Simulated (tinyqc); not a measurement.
Inside a calculation. Method: coupled-perturbed Hartree-Fock on RHF in the sto-3g basis, for BeH2, spin multiplicity 1. Computed by tinyqc, a small Python program that keeps every step (integrals from PySCF). Settings: charge = 0, multiplicity = 1, basis = sto-3g, method = RHF, energy threshold = 1e-10, iteration cap = 85, orthogonalisation = canonical, start = atomic densities, DIIS depth = 6. Command: `OMP_NUM_THREADS=1 python tinyqc.py 28706 28707 out.jsonl` (the two numbers bound the seeds that draw the settings). One thread of a shared host (Intel(R) Xeon(R) Processor @ 2.60GHz), about 0.2 s of CPU time with the checks. The early iterations of the SCF are left out here.

## One-electron integrals

Geometry (angstrom):
```
atom         x          y         z
Be    0.000000   0.000000  0.000000
H     0.000000   1.581000  0.167000
H     0.000000  -1.581000  0.167000
```

Basis sto-3g: exponents (1/bohr^2) and contraction coefficients of normalised primitives:
```
element  l (shell)   exponent  coefficient
Be           s (1)  30.167871     0.154329
Be           s (1)   5.495115     0.535328
Be           s (1)   1.487193     0.444635
Be           s (2)   1.314833    -0.099967
Be           s (2)   0.305539     0.399513
Be           s (2)   0.099371     0.700115
Be           p (3)   1.314833     0.155916
Be           p (3)   0.305539     0.607684
Be           p (3)   0.099371     0.391957
H            s (1)   3.425251     0.154329
H            s (1)   0.623914     0.535328
H            s (1)   0.168855     0.444635
```

Overlap, kinetic and nuclear-attraction integrals over the contracted functions; the nuclear repulsion is the sum of Za Zb / Rab.

nuclear repulsion = 2.83022442 hartree

overlap S:
```
           1Be 1s    1Be 2s   1Be 2px    1Be 2py   1Be 2pz     2H 1s      3H 1s
1Be 1s   1.000000  0.259517  0.000000   0.000000  0.000000  0.040155   0.040155
1Be 2s   0.259517  1.000000  0.000000   0.000000  0.000000  0.363459   0.363459
1Be 2px  0.000000  0.000000  1.000000   0.000000  0.000000  0.000000   0.000000
1Be 2py  0.000000  0.000000  0.000000   1.000000  0.000000  0.444845  -0.444845
1Be 2pz  0.000000  0.000000  0.000000   0.000000  1.000000  0.046989   0.046989
2H 1s    0.040155  0.363459  0.000000   0.444845  0.046989  1.000000   0.012895
3H 1s    0.040155  0.363459  0.000000  -0.444845  0.046989  0.012895   1.000000
```

kinetic energy T (hartree):
```
            1Be 1s     1Be 2s   1Be 2px    1Be 2py   1Be 2pz      2H 1s      3H 1s
1Be 1s    6.693975  -0.033012  0.000000   0.000000  0.000000  -0.011255  -0.011255
1Be 2s   -0.033012   0.211111  0.000000   0.000000  0.000000   0.036336   0.036336
1Be 2px   0.000000   0.000000  0.660592   0.000000  0.000000   0.000000   0.000000
1Be 2py   0.000000   0.000000  0.000000   0.660592  0.000000   0.118650  -0.118650
1Be 2pz   0.000000   0.000000  0.000000   0.000000  0.660592   0.012533   0.012533
2H 1s    -0.011255   0.036336  0.000000   0.118650  0.012533   0.760032  -0.005317
3H 1s    -0.011255   0.036336  0.000000  -0.118650  0.012533  -0.005317   0.760032
```

nuclear attraction V (hartree):
```
             1Be 1s     1Be 2s    1Be 2px    1Be 2py    1Be 2pz      2H 1s      3H 1s
1Be 1s   -15.226809  -2.072011   0.000000   0.000000  -0.002687  -0.319014  -0.319014
1Be 2s    -2.072011  -2.957854   0.000000   0.000000  -0.025186  -0.981049  -0.981049
1Be 2px    0.000000   0.000000  -2.879867   0.000000   0.000000   0.000000   0.000000
1Be 2py    0.000000   0.000000   0.000000  -3.056197   0.000000  -1.169039   1.169039
1Be 2pz   -0.002687  -0.025186   0.000000   0.000000  -2.881835  -0.125490  -0.125490
2H 1s     -0.319014  -0.981049   0.000000  -1.169039  -0.125490  -2.721764  -0.041665
3H 1s     -0.319014  -0.981049   0.000000   1.169039  -0.125490  -0.041665  -2.721764
```

core Hamiltonian H = T + V (hartree):
```
            1Be 1s     1Be 2s    1Be 2px    1Be 2py    1Be 2pz      2H 1s      3H 1s
1Be 1s   -8.532834  -2.105023   0.000000   0.000000  -0.002687  -0.330270  -0.330270
1Be 2s   -2.105023  -2.746743   0.000000   0.000000  -0.025186  -0.944713  -0.944713
1Be 2px   0.000000   0.000000  -2.219276   0.000000   0.000000   0.000000   0.000000
1Be 2py   0.000000   0.000000   0.000000  -2.395605   0.000000  -1.050390   1.050390
1Be 2pz  -0.002687  -0.025186   0.000000   0.000000  -2.221243  -0.112957  -0.112957
2H 1s    -0.330270  -0.944713   0.000000  -1.050390  -0.112957  -1.961732  -0.046982
3H 1s    -0.330270  -0.944713   0.000000   1.050390  -0.112957  -0.046982  -1.961732
```

## Two-electron integrals

Functions are numbered as in S; the eight-fold symmetry (ij|kl) = (ji|kl) = (kl|ij) leaves the list below.

Two-electron integrals (ij|kl) in chemists' order, unique and non-zero (hartree):
```
(11|11) 2.298831    (21|11) 0.392036    (21|21) 0.079539    (22|11) 0.570988
(22|21) 0.143041    (22|22) 0.417683    (31|31) 0.014607    (32|31) 0.021888
(32|32) 0.092265    (33|11) 0.569578    (33|21) 0.143083    (33|22) 0.417589
(33|33) 0.449859    (41|41) 0.014607    (42|41) 0.021888    (42|42) 0.092265
(43|43) 0.024249    (44|11) 0.569578    (44|21) 0.143083    (44|22) 0.417589
(44|33) 0.401360    (44|44) 0.449859    (51|51) 0.014607    (52|51) 0.021888
(52|52) 0.092265    (53|53) 0.024249    (54|54) 0.024249    (55|11) 0.569578
(55|21) 0.143083    (55|22) 0.417589    (55|33) 0.401360    (55|44) 0.401360
(55|55) 0.449859    (61|11) 0.059875    (61|21) 0.012141    (61|22) 0.022028
(61|33) 0.021878    (61|41) 0.001062    (61|42) 0.002011    (61|44) 0.022332
(61|51) 0.000112    (61|52) 0.000212    (61|54) 0.000048    (61|55) 0.021883
(61|61) 0.001942    (62|11) 0.162115    (62|21) 0.041297    (62|22) 0.133650
(62|33) 0.128385    (62|41) 0.005338    (62|42) 0.034318    (62|44) 0.143883
(62|51) 0.000564    (62|52) 0.003625    (62|54) 0.001637    (62|55) 0.128557
(62|61) 0.006974    (62|62) 0.066851    (63|31) 0.003561    (63|32) 0.017214
(63|43) 0.005755    (63|53) 0.000608    (63|63) 0.005687    (64|11) 0.179465
(64|21) 0.046232    (64|22) 0.156657    (64|33) 0.147416    (64|41) 0.008566
(64|42) 0.052957    (64|44) 0.174801    (64|51) 0.000529    (64|52) 0.003775
(64|54) 0.002285    (64|55) 0.147594    (64|61) 0.008110    (64|62) 0.088609
(64|64) 0.120593    (65|11) 0.018957    (65|21) 0.004883    (65|22) 0.016548
(65|33) 0.015571    (65|41) 0.000529    (65|42) 0.003775    (65|44) 0.017248
(65|51) 0.003617    (65|52) 0.017613    (65|54) 0.005932    (65|55) 0.016806
(65|61) 0.000857    (65|62) 0.009360    (65|64) 0.012137    (65|65) 0.006969
(66|11) 0.331760    (66|21) 0.085945    (66|22) 0.312832    (66|33) 0.290625
(66|41) 0.012260    (66|42) 0.104183    (66|44) 0.356218    (66|51) 0.001295
(66|52) 0.011005    (66|54) 0.006928    (66|55) 0.291357    (66|61) 0.014785
(66|62) 0.203691    (66|64) 0.285184    (66|65) 0.030124    (66|66) 0.774606
(71|11) 0.059875    (71|21) 0.012141    (71|22) 0.022028    (71|33) 0.021878
(71|41) -0.001062   (71|42) -0.002011   (71|44) 0.022332    (71|51) 0.000112
(71|52) 0.000212    (71|54) -0.000048   (71|55) 0.021883    (71|61) 0.001777
(71|62) 0.005898    (71|64) 0.006398    (71|65) 0.000733    (71|66) 0.012193
(71|71) 0.001942    (72|11) 0.162115    (72|21) 0.041297    (72|22) 0.133650
(72|33) 0.128385    (72|41) -0.005338   (72|42) -0.034318   (72|44) 0.143883
(72|51) 0.000564    (72|52) 0.003625    (72|54) -0.001637   (72|55) 0.128557
(72|61) 0.005898    (72|62) 0.032902    (72|64) 0.035700    (72|65) 0.004565
(72|66) 0.073411    (72|71) 0.006974    (72|72) 0.066851    (73|31) 0.003561
(73|32) 0.017214    (73|43) -0.005755   (73|53) 0.000608    (73|63) 0.002125
(73|73) 0.005687    (74|11) -0.179465   (74|21) -0.046232   (74|22) -0.156657
(74|33) -0.147416   (74|41) 0.008566    (74|42) 0.052957    (74|44) -0.174801
(74|51) -0.000529   (74|52) -0.003775   (74|54) 0.002285    (74|55) -0.147594
(74|61) -0.006398   (74|62) -0.035700   (74|64) -0.037849   (74|65) -0.004884
(74|66) -0.079560   (74|71) -0.008110   (74|72) -0.088609   (74|74) 0.120593
(75|11) 0.018957    (75|21) 0.004883    (75|22) 0.016548    (75|33) 0.015571
(75|41) -0.000529   (75|42) -0.003775   (75|44) 0.017248    (75|51) 0.003617
(75|52) 0.017613    (75|54) -0.005932   (75|55) 0.016806    (75|61) 0.000733
(75|62) 0.004565    (75|64) 0.004884    (75|65) 0.002745    (75|66) 0.010364
(75|71) 0.000857    (75|72) 0.009360    (75|74) -0.012137   (75|75) 0.006969
(76|11) 0.007887    (76|21) 0.001955    (76|22) 0.005573    (76|33) 0.005494
(76|44) 0.005707    (76|51) 0.000057    (76|52) 0.000283    (76|55) 0.005515
(76|61) 0.000302    (76|62) 0.001839    (76|64) 0.002181    (76|65) 0.000283
(76|66) 0.004414    (76|71) 0.000302    (76|72) 0.001839    (76|74) -0.002181
(76|75) 0.000283    (76|76) 0.000076    (77|11) 0.331760    (77|21) 0.085945
(77|22) 0.312832    (77|33) 0.290625    (77|41) -0.012260   (77|42) -0.104183
(77|44) 0.356218    (77|51) 0.001295    (77|52) 0.011005    (77|54) -0.006928
(77|55) 0.291357    (77|61) 0.012193    (77|62) 0.073411    (77|64) 0.079560
(77|65) 0.010364    (77|66) 0.167351    (77|71) 0.014785    (77|72) 0.203691
(77|74) -0.285184   (77|75) 0.030124    (77|76) 0.004414    (77|77) 0.774606
```

## Orthogonalisation

S = U s U^T; canonical form X = U s^(-1/2), so that X^T S X = 1. Each column of U has its largest component positive (the first on a tie).

eigenvalues of S: 0.364414  0.447509  0.942061  1.000000  1.015280  1.608045  1.622691

X:
```
                 1          2          3         4          5         6          7
1Be 1s    0.000000  -0.407126   0.821341  0.000000  -0.405011  0.277433   0.000000
1Be 2s    0.000000   1.074477  -0.094971  0.000000  -0.068148  0.540709   0.000000
1Be 2px   0.000000   0.000000   0.000000  1.000000   0.000000  0.000000   0.000000
1Be 2py   1.165334   0.000000   0.000000  0.000000   0.000000  0.000000   0.557932
1Be 2pz   0.000000   0.114187   0.463338  0.000000   0.880501  0.054596   0.000000
2H 1s    -0.832504  -0.671304  -0.285658  0.000000   0.143161  0.353240   0.390495
3H 1s     0.832504  -0.671304  -0.285658  0.000000   0.143161  0.353240  -0.390495
```

## Iteration 7 (converged): orbitals

converged F (hartree):
```
            1Be 1s     1Be 2s   1Be 2px    1Be 2py    1Be 2pz      2H 1s      3H 1s
1Be 1s   -4.531695  -1.290054  0.000000   0.000000   0.002421  -0.206435  -0.206435
1Be 2s   -1.290054  -0.590896  0.000000   0.000000  -0.017030  -0.331218  -0.331218
1Be 2px   0.000000   0.000000  0.213690   0.000000   0.000000   0.000000   0.000000
1Be 2py   0.000000   0.000000  0.000000  -0.136314   0.000000  -0.297336   0.297336
1Be 2pz   0.002421  -0.017030  0.000000   0.000000   0.211317  -0.024235  -0.024235
2H 1s    -0.206435  -0.331218  0.000000  -0.297336  -0.024235  -0.226080  -0.013235
3H 1s    -0.206435  -0.331218  0.000000   0.297336  -0.024235  -0.013235  -0.226080
```

Diagonalise F' = X^T F X, C = X C', fill 3 alpha and 3 beta electrons from the bottom; D = 2 C_occ C_occ^T. Each column has its largest component positive (the first on a tie).

F' = X^T F X (hartree):
```
          1          2          3         4          5          6          7
1  0.673691   0.000000   0.000000  0.000000   0.000000   0.000000   0.055363
2  0.000000   0.215378   0.655527  0.000000  -0.320608   0.305890   0.000000
3  0.000000   0.655527  -2.680879  0.000000   1.544055  -1.461029   0.000000
4  0.000000   0.000000   0.000000  0.213690   0.000000   0.000000   0.000000
5  0.000000  -0.320608   1.544055  0.000000  -0.614385   0.808204   0.000000
6  0.000000   0.305890  -1.461029  0.000000   0.808204  -1.304471   0.000000
7  0.055363   0.000000   0.000000  0.000000   0.000000   0.000000  -0.366466
```

orbital energies (hartree): MO1 -4.535044, MO2 -0.413817, MO3 -0.369405, MO4 0.206844, MO5 0.213690, MO6 0.357660, MO7 0.676629

coefficients C:
```
               MO1        MO2        MO3        MO4       MO5        MO6        MO7
1Be 1s    0.991881  -0.211727   0.000000   0.061450  0.000000  -0.221186   0.000000
1Be 2s    0.031011   0.611449   0.000000  -0.256506  0.000000   1.009903   0.000000
1Be 2px   0.000000   0.000000   0.000000   0.000000  1.000000   0.000000   0.000000
1Be 2py   0.000000   0.000000   0.495384   0.000000  0.000000   0.000000   1.193267
1Be 2pz  -0.000090   0.023483   0.000000   0.963348  0.000000   0.278197   0.000000
2H 1s    -0.003834   0.391913   0.434069   0.129979  0.000000  -0.712052  -0.810637
3H 1s    -0.003834   0.391913  -0.434069   0.129979  0.000000  -0.712052   0.810637
```

D after iteration 7:
```
            1Be 1s     1Be 2s   1Be 2px    1Be 2py    1Be 2pz      2H 1s      3H 1s
1Be 1s    2.057311  -0.197402  0.000000   0.000000  -0.010122  -0.173562  -0.173562
1Be 2s   -0.197402   0.749663  0.000000   0.000000   0.028712   0.479032   0.479032
1Be 2px   0.000000   0.000000  0.000000   0.000000   0.000000   0.000000   0.000000
1Be 2py   0.000000   0.000000  0.000000   0.490810   0.000000   0.430062  -0.430062
1Be 2pz  -0.010122   0.028712  0.000000   0.000000   0.001103   0.018408   0.018408
2H 1s    -0.173562   0.479032  0.000000   0.430062   0.018408   0.684054  -0.069611
3H 1s    -0.173562   0.479032  0.000000  -0.430062   0.018408  -0.069611   0.684054
```

## Convergence

Stop when the energy changes by less than 1e-10 hartree and every element of the error matrix X^T (F D S - S D F) X is below 3e-06.

Course of the cycle:
```
iteration   E (hartree)     change  largest element of the error matrix
1          -15.27545730          -                             2.90e-01
2          -15.48576087  -2.10e-01                             1.48e-01
3          -15.50501695  -1.93e-02                             2.36e-02
4          -15.50596279  -9.46e-04                             9.40e-04
5          -15.50596556  -2.76e-06                             2.32e-04
6          -15.50596568  -1.23e-07                             7.71e-06
7          -15.50596568  -5.66e-11                             3.97e-07
```

PySCF RHF in the same basis = -15.50596568 hartree

Converged in 7 iterations.

## Integrals over molecular orbitals

(pq|rs) = sum C_ip C_jq C_kr C_ls (ij|kl), one index at a time.

one-electron integrals over orbitals h = C^T H C (hartree):
```
           1          2          3          4          5          6          7
1  -8.521558   0.207183   0.000000  -0.061450   0.000000   0.195183   0.000000
2   0.207183  -2.283468   0.000000   0.035426   0.000000  -0.247416   0.000000
3   0.000000   0.000000  -2.212899   0.000000   0.000000   0.000000  -0.313103
4  -0.061450   0.035426   0.000000  -2.204866   0.000000  -0.066629   0.000000
5   0.000000   0.000000   0.000000   0.000000  -2.219276   0.000000   0.000000
6   0.195183  -0.247416   0.000000  -0.066629   0.000000  -1.902260   0.000000
7   0.000000   0.000000  -0.313103   0.000000   0.000000   0.000000  -1.863363
```

Two-electron integrals over orbitals (pq|rs), unique and non-zero (hartree):
```
(11|11) 2.271979    (21|11) -0.186217   (21|21) 0.023585    (22|11) 0.455515
(22|21) -0.005631   (22|22) 0.372571    (31|31) 0.004986    (32|31) 0.010731
(32|32) 0.157626    (33|11) 0.416039    (33|21) -0.002302   (33|22) 0.383631
(33|33) 0.406768    (41|11) 0.052585    (41|21) -0.006286   (41|22) 0.003384
(41|33) 0.001866    (41|41) 0.016607    (42|11) -0.028675   (42|21) 0.001846
(42|22) 0.009314    (42|33) 0.012405    (42|41) 0.013603    (42|42) 0.048238
(43|31) -0.000213   (43|32) 0.018487    (43|43) 0.015616    (44|11) 0.563351
(44|21) -0.007443   (44|22) 0.349865    (44|33) 0.332870    (44|41) -0.006244
(44|42) -0.034958   (44|44) 0.452670    (51|51) 0.015744    (52|51) 0.014901
(52|52) 0.047237    (53|53) 0.012243    (54|51) -0.004296   (54|52) -0.011592
(54|54) 0.026327    (55|11) 0.569185    (55|21) -0.007190   (55|22) 0.352170
(55|33) 0.332739    (55|41) 0.001737    (55|42) -0.014213   (55|44) 0.398976
(55|55) 0.449859    (61|11) -0.185760   (61|21) 0.024115    (61|22) -0.005224
(61|33) -0.002509   (61|41) -0.002829   (61|42) 0.004969    (61|44) -0.007727
(61|55) -0.005492   (61|61) 0.025607    (62|11) 0.135519    (62|21) -0.005693
(62|22) -0.011890   (62|33) -0.038836   (62|41) 0.004917    (62|42) -0.006624
(62|44) 0.058190    (62|55) 0.067455    (62|61) -0.003973   (62|62) 0.082646
(63|31) -0.000350   (63|32) -0.090057   (63|43) -0.015638   (63|63) 0.084589
(64|11) 0.025657    (64|21) 0.000321    (64|22) 0.001687    (64|33) -0.006575
(64|41) 0.013337    (64|42) 0.034760    (64|44) -0.000503   (64|55) 0.011026
(64|61) 0.003798    (64|62) 0.028297    (64|64) 0.042021    (65|51) 0.015583
(65|52) 0.045021    (65|54) -0.006945   (65|65) 0.047082    (66|11) 0.464131
(66|21) -0.006399   (66|22) 0.376834    (66|33) 0.385416    (66|41) 0.009998
(66|42) 0.029262    (66|44) 0.343792    (66|55) 0.353340    (66|61) -0.004032
(66|62) -0.017020   (66|64) 0.016553    (66|66) 0.403091    (71|31) 0.009385
(71|32) 0.017229    (71|43) -0.000676   (71|63) 0.000250    (71|71) 0.017799
(72|31) 0.004564    (72|32) -0.038868   (72|43) -0.014846   (72|63) 0.061230
(72|71) 0.008379    (72|72) 0.057281    (73|11) 0.150312    (73|21) -0.003968
(73|22) 0.000659    (73|33) -0.018321   (73|41) 0.000137    (73|42) -0.020483
(73|44) 0.068709    (73|55) 0.070908    (73|61) -0.003635   (73|62) 0.076729
(73|64) 0.015383    (73|66) -0.018652   (73|73) 0.087850    (74|31) -0.002860
(74|32) -0.033304   (74|43) 0.009071    (74|63) 0.021092    (74|71) -0.004934
(74|72) 0.006503    (74|74) 0.024259    (75|53) 0.013167    (75|75) 0.016941
(76|31) 0.009236    (76|32) 0.134879    (76|43) 0.019978    (76|63) -0.086919
(76|71) 0.015245    (76|72) -0.046225   (76|74) -0.027906   (76|76) 0.128715
(77|11) 0.541830    (77|21) -0.007356   (77|22) 0.396973    (77|33) 0.412659
(77|41) 0.001649    (77|42) 0.002330    (77|44) 0.377432    (77|55) 0.375842
(77|61) -0.007207   (77|62) -0.017102   (77|64) -0.006113   (77|66) 0.405855
(77|73) 0.004765    (77|77) 0.449659
```

## Response to a field: uncoupled start

dipole integrals <a|y|i> (bohr):
```
          i1         i2         i3
a4  0.000000   0.000000   0.235378
a5  0.000000   0.000000   0.000000
a6  0.000000   0.000000  -1.356741
a7  0.135824  -0.696987   0.000000
```

Field along y; U_ai = -mu_ai / (e_a - e_i), alpha = -4 sum U_ai mu_ai.

uncoupled U:
```
           i1        i2         i3
a4   0.000000  0.000000  -0.408465
a5   0.000000  0.000000   0.000000
a6   0.000000  0.000000   1.866053
a7  -0.026061  0.639176   0.000000
```

uncoupled polarisability = 12.307732 bohr^3

## Coupled step 1

U_ai = -(mu_ai + sum_bj [4 (ai|bj) - (ab|ij) - (aj|bi)] U_bj) / (e_a - e_i); alpha = -4 sum U_ai mu_ai.

U after step 1:
```
           i1        i2         i3
a4   0.000000  0.000000  -0.474373
a5   0.000000  0.000000   0.000000
a6   0.000000  0.000000   2.151825
a7  -0.030841  0.712813   0.000000
```

polarisability = 14.128550 bohr^3

## Coupled step 2

As before.

U after step 2:
```
           i1        i2         i3
a4   0.000000  0.000000  -0.486366
a5   0.000000  0.000000   0.000000
a6   0.000000  0.000000   2.196509
a7  -0.031495  0.719090   0.000000
```

polarisability = 14.400194 bohr^3

## Coupled polarisability

Repeat until U stops changing; compare with -d2E/dF2.

Course of the coupled iterations:
```
step  alpha (bohr^3)
0          12.307732
1          14.128550
2          14.400194
3          14.441234
4          14.447553
5          14.448554
6          14.448720
7          14.448749
8          14.448755
9          14.448757
10         14.448757
11         14.448757
12         14.448757
13         14.448757
14         14.448757
15         14.448757
16         14.448757
17         14.448757
18         14.448757
19         14.448757
20         14.448757
21         14.448757
```

coupled polarisability = 14.448757 bohr^3

finite-field check, fields of +/-0.001 au = 14.448790 bohr^3
